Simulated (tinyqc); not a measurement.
Solid solubility of a dopant against its melt (retrograde solidus), clustering and the electrically active fraction. From active density N_a back to anneal temperature T_a. Computed by tinyqc, a small Python program. Command: `OMP_NUM_THREADS=1 python tinyqc.py 3019069 3019070 out.jsonl retro inv`. One thread of a shared host (Intel(R) Xeon(R) Processor @ 2.30GHz), about 0.02 s of CPU time with the checks.

Inputs (values chosen for the exercise): total dopant density N_t = 1.5e+20 1/cm^3; atoms per cluster m = 3; cluster scale N* at 1273 K = 4.5e+20 1/cm^3; activation energy E_b of the cluster scale = 0.44 eV; mobility mu = 60 cm^2/(V s).

Clustering: clusters of m atoms, electrons left out.

Constants: k_B = 8.617333262e-05 eV/K; e = 1.602176634e-19 C.

Method. A highly soluble donor (another dopant than that of the solidus) is limited by clustering. Donors N_a are active, and clusters hold m atoms each: N_t = N_a + m C, m C = N* (N_a/N*)^m, with N*(T) = N*(1273 K) exp[-(E_b/k_B)(1/T - 1/1273)]. Resistivity = 1/(e mu N_a).

Task: A run gave the result below. Find the anneal temperature T_a, known to lie between 870 and 1400 K.

active density N_a = 9.383548e+19 1/cm^3

Result:

Each step takes the trial c = (a f_b - b f_a)/(f_b - f_a), f being the result less the target and a, b, c the logarithms of the listed values; c replaces end b, the old b replaces a if the sign of f changed, and otherwise f_a is halved.

Scan of the range:
```
anneal temperature T_a (K)  active density N_a (1/cm^3)
870                                         7.25384e+19
942                                         8.98930e+19
1020                                        1.06442e+20
1100                                        1.19924e+20
1190                                        1.30705e+20
1290                                        1.38258e+20
1400                                        1.43022e+20
```

False position (Illinois rule, in the logarithm of the input) inside the bracket:
```
step    end a    end b    trial  active density N_a (1/cm^3)
1     942.000  1020.00  960.022                  9.39741e+19
2     942.000   960.02  958.828                  9.37078e+19
3     960.022   958.83  959.400                  9.38355e+19
4     958.828   959.40  959.400                  9.38355e+19
```

Active density N_a rises at every point of a 13-point scan of the range (every second point is shown), so one value fits; it is bracketed by 942 and 1020. Answer: anneal temperature T_a = 959.4 K.

Caution: this clustering law is a generic form; degeneracy and a doping-dependent mobility are left out.
